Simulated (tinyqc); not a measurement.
# Junction parameters from two forward currents

Question. D(v) = J1 (exp(v/Vt) - 1) + J2 (exp(v/(2 Vt)) - 1). Find J1, J2 and the voltage 2 Vt ln(J2/J1) near which both parts are equal.

Parameters, values chosen for the exercise: temperature T = 300 K.

Constants: q = 1.602176634e-19 C, kB = 1.380649e-23 J/K, Vt = kB T/q. Results are converted to the units shown.

junction voltages (V): 0.25  0.65
currents (uA/um): 7.6564139e-7  0.022529376

Solution. The current is linear in J1 and J2, so two points give two equations.

J1 = 2.50e-13 uA/um
J2 = 6.10e-9 uA/um
crossover = 0.522 V

Numbers from tinyqc (`OMP_NUM_THREADS=1 python tinyqc.py 2182045 2182046 out.jsonl`; about 0.2 s on one thread of a shared Intel Xeon 2.30GHz).
